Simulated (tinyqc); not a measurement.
Stoner model of a band magnet at zero temperature: one step, computed by the program tinyqc. Command: `OMP_NUM_THREADS=1 python tinyqc.py 3005825 3005826 out.jsonl stoner walk`. One thread of a shared host (Intel(R) Xeon(R) Processor @ 2.30GHz), about 0.01 s of CPU time with the checks.

Five orbitals per spin share one band; u = (E - E_bottom)/W runs from 0 to 1, and the states per spin, atom and energy are g = 5 d(u)/W with d = (3/2) sqrt(u). N(u) is the integral of d from 0. The moment m = n_up - n_down (electrons per atom) moves the fillings to n +/- m/10; the energy is E(m) = E_band(m) - I m^2/4.

Task: The paramagnetic state. Solve N(u_F) = n; g_F = 5 d(u_F)/W; the Stoner product is I g_F.

Inputs (values chosen for the exercise, for a model d band): band width W = 5.9 eV; filling n per spin orbital = 0.81; Stoner parameter I = 0.516 eV.

Density of states: free-electron (square root).

Give: u_F; g_F; Stoner product I g_F.

Result:

u_F = 0.86894

g_F = 1.1850 1/eV

Stoner product I g_F = 0.61144

I g_F < 1: the paramagnet is locally stable.
